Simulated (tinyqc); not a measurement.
# Worked calculation: hexagonal on-chip spiral inductor, lumped pi model

tinyqc, about 0.01 s, one thread, Intel Xeon 2.30GHz (shared host): `OMP_NUM_THREADS=1 python tinyqc.py 2302080 2302081 out.jsonl` Printed values are rounded.

Outer diameter do = di + 2 n wd + 2 (n - 1) sp, mean da = (do + di)/2, fill p = (do - di)/(do + di), length l = 3.464 n da. L = 2.33 mu0 n^2 da/(1 + 3.82 p), mu0 = 4 pi 1e-7 H/m. Rs = rho l/(wd delta (1 - exp(-th/delta))), delta = sqrt(rho/(pi f mu0)). Cs = n wd^2 eps0 eo/hu across the coil. At each end Cox = l wd eps0 eo/(2 ho) leads to the substrate branch Rsi = 2 rs he/(l wd) in parallel with Csi = l wd eps0 11.7/(2 he). With one end grounded Y = 1/(Rs + i w L) + i w Cs + 1/[1/(i w Cox) + 1/(1/Rsi + i w Csi)], w = 2 pi f; Q = -Im Y/Re Y. Eddy currents in neighbouring turns and in the substrate are left out.

Parameters, values chosen for the exercise; values of the order met in silicon radio-frequency processes: number of turns n = 6.5; line width wd = 20 um; space between turns sp = 3 um; inner diameter di = 80 um; metal thickness th = 3 um; metal resistivity rho = 2.2 uohm cm; oxide below the coil ho = 7.5 um; oxide between coil and underpass hu = 1.4 um; relative permittivity of the oxide eo = 4.1; substrate resistivity rs = 1000 ohm cm; effective spreading depth in the substrate he = 50 um; frequency f = 1.3 GHz.

Constants: eps0 = 8.8541878128e-12 F/m. Results are converted to the units shown.

## Geometry and model elements

do, l, L, delta, Rs, Cs, Cox, Rsi and Csi as defined.

do = 373 um
l = 5099.87 um
L = 8.07299 nH
delta = 2.07043 um
Rs = 3.54098 ohm
Cs = 67.4183 fF
Cox = 246.849 fF
Rsi = 9804.16 ohm
Csi = 105.663 fF

Rs is 1.89 times the direct-current value in this empirical form, which overstates the skin effect of a flat slab when delta is near th and so stands in for some current crowding.

## Admittance, quality factor and apparent inductance

Series branch 1/(Rs + i w L), substrate branch, total Y, Q = -Im Y/Re Y, apparent inductance Im(1/Y)/w, metal-only value w L/Rs, share of the loss in the substrate Re(substrate branch)/Re Y.

series branch = 0.8120-15.1214i mS
substrate branch = 0.049953+0.606141i mS
Y = 0.8620-13.9646i mS
Q = 16.2010
apparent inductance = 8.73369 nH
w L/Rs = 18.6223
share of the loss in the substrate = 5.79528 %

Q is 87.0 % of the metal-only value.
